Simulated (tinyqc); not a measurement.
# From one set of inputs to another, one input at a time

Model: hot carriers by balance equations with a heated Maxwellian. Computed by tinyqc, a small Python program. Command: `OMP_NUM_THREADS=1 python tinyqc.py 3003988 3003989 out.jsonl hot ladder`. One thread of a shared host (Intel(R) Xeon(R) Processor @ 2.30GHz), about 0.09 s of CPU time with the checks.

The carriers follow a Maxwellian at an electron temperature T_e, slightly displaced; the drift energy is neglected against k_B T_e. The balance averages the rate, not the time, so mu_0 lies below the relaxation-time value.

The inputs printed are set A. Inputs not listed in the table keep their values of set A, so the rows need not describe a real material.

Inputs (values chosen for the exercise, for a model non-polar semiconductor):

| quantity | value | unit |
|---|---|---|
| effective mass m | 0.682 | m_0 |
| density rho | 5090 | kg/m^3 |
| sound velocity v_l | 10400 | m/s |
| acoustic deformation potential D_A | 5 | eV |
| phonon energy hbar w | 56 | meV |
| optical or intervalley deformation potential D_o | 6.7 | 1e8 eV/cm |
| final valleys Z_f | 5 | - |
| lattice temperature T | 200 | K |
| electric field F | 0.87 | kV/cm |
| mixing | 0.2 | - |
| iteration cap | 300 | - |

Band: parabolic. Solver: damped fixed point.

Constants: k_B = 8.617333262e-05 eV/K; k_B = 1.380649e-23 J/K; e = 1.602176634e-19 C; hbar = 1.054571817e-34 J s; m_0 = 9.1093837015e-31 kg; hbar = 6.582119569e-16 eV s.

Method:
- Parabolic band: E = hbar^2 k^2/(2 m), speed v = hbar k/m, states per spin, volume and energy g(E) = m k/(2 pi^2 hbar^2). Masses are multiplied by m_0 and all formulas are in SI units.
- Phonon occupation N_q = 1/(exp(hbar w/(k_B T)) - 1).
- Acoustic deformation potential (elastic, equipartition, absorption and emission together): 1/tau = 2 pi k_B T D_A^2 g(E)/(hbar rho v_l^2).
- Optical or intervalley deformation potential: 1/tau = (pi Z_f D_o^2/(rho w)) [N_q g(E + hbar w) + (N_q + 1) g(E - hbar w)], with g = 0 below the band edge.
- Averages over the Maxwellian, <y> = int y x^(1/2) exp(-x) dx / int x^(1/2) exp(-x) dx with x = E/(k_B T_e), split at x_0 = hbar w/(k_B T_e): 64 Gauss-Legendre points in sqrt(x) below it and 128 in sqrt(x - x_0) above it, up to x = 32. Momentum balance: mu(T_e) = e/(m nu), nu = <x (sum of rates)>/<x>. Power lost per carrier: P(T_e) = hbar w <emission rate - absorption rate> + <(2 m v_l^2/(k_B T)) (E - 2 k_B T) acoustic rate>.
- Energy relaxation time at weak heating: tau_E = (3/2) k_B / (dP/dT_e), the derivative by a central difference of +/- 0.5 K at T_e = T.
- Fixed point: T_out = T + (T_e - T) e mu(T_e) F^2/P(T_e), T_new = T_e + mixing (T_out - T_e).
- Start at T_e = 1.5 T; stop when T_e moves by less than 1e-6 K or exceeds 1e6 K.
- v = mu(T_e) F; warm-carrier coefficient (mu/mu_0 - 1)/F^2.

Each row keeps all changes above it:

| input moved | from | to | drift velocity (1e7 cm/s) | low-field mobility mu_0 (cm^2/(V s)) | energy relaxation time tau_E (ps) |
|---|---|---|---|---|---|
| set A | - | - | 0.074997 | 872.00 | 0.24626 |
| lattice temperature T (K) | 200 | 300 | 0.027594 | 317.57 | 0.16152 |
| acoustic deformation potential D_A (eV) | 5 | 8 | 0.023793 | 273.76 | 0.16043 |
| density rho (kg/m^3) | 5090 | 3515 | 0.016439 | 189.05 | 0.11079 |
| effective mass m (m_0) | 0.682 | 0.495 | 0.036585 | 421.23 | 0.17971 |
| optical or intervalley deformation potential D_o (1e8 eV/cm) | 6.7 | 8.7 | 0.023923 | 275.17 | 0.10693 |
| sound velocity v_l (m/s) | 10400 | 18300 | 0.026582 | 305.80 | 0.10693 |
| electric field F (kV/cm) | 0.87 | 2.8 | 0.084901 | 305.80 | 0.10693 |

Which inputs carry the difference?

Drift velocity goes from 0.0750 to 0.0849, a factor 1.13 in all. The largest single move comes from electric field F (a factor 3.19), and lattice temperature T works against it (a factor 0.368). Low-field mobility mu_0 goes from 872 to 306, a factor 0.351 in all. The largest single move comes from lattice temperature T (a factor 0.364), and effective mass m works against it (a factor 2.23). Energy relaxation time tau_E goes from 0.246 to 0.107, a factor 0.434 in all. The largest single move comes from optical or intervalley deformation potential D_o (a factor 0.595), and effective mass m works against it (a factor 1.62). The single moves hold for this order of the switches; the total does not depend on the order.

Caution (all rows): the drift energy m v^2/2 is not small against the heating (3/2) k_B (T_e - T), so T_e - T is rough.

Extremes, crossings and ranges named in words are read from the listed rows.
